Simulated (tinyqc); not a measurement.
Two-dimensional dopant profile at a mask edge: lateral junction, overlap and effective channel length: one step, computed by the program tinyqc. Command: `OMP_NUM_THREADS=1 python tinyqc.py 3004410 3004411 out.jsonl lateral walk`. One thread of a shared host (Intel(R) Xeon(R) Processor @ 2.30GHz), about 0.02 s of CPU time with the checks.

Ions enter for y < 0; the mask (spacer, then gate) covers y > 0. x is the depth. The surface reflects dopant during the anneal.

Problem. Widths and vertical profile. Widths s_x^2 = (vertical straggle)^2 + 2 D t, s_y^2 = (lateral straggle)^2 + 2 D t. C(x, y) = V(x) (1/2) erfc(y/(sqrt2 s_y)), V(x) = Q/(sqrt(2 pi) s_x) [exp(-(x - R_p)^2/(2 s_x^2)) + exp(-(x + R_p)^2/(2 s_x^2))]; 1 nm = 1e-7 cm. The vertical junction far from the mask solves V(x) = C_B.

Inputs (values chosen for the exercise, modelled on a source-drain extension in silicon):

| quantity | value | unit |
|---|---|---|
| dose Q | 2.9e+14 | 1/cm^2 |
| projected range R_p | 3.5 | nm |
| vertical straggle | 1.1 | nm |
| lateral straggle | 1.5 | nm |
| anneal budget D t | 3.4e-15 | cm^2 |
| channel doping C_B | 1.7e+17 | 1/cm^3 |

Give: s_x; s_y; V at the surface; V at R_p; vertical junction x_j.

Solution.

s_x = 1.3748 nm

s_y = 1.7117 nm

V at the surface = 6.5868e+19 1/cm^3

V at R_p = 8.4155e+20 1/cm^3

vertical junction x_j = 9.1707 nm

Caution: the peak exceeds usual solubilities, so part of the dose is inactive and diffusion is concentration dependent.
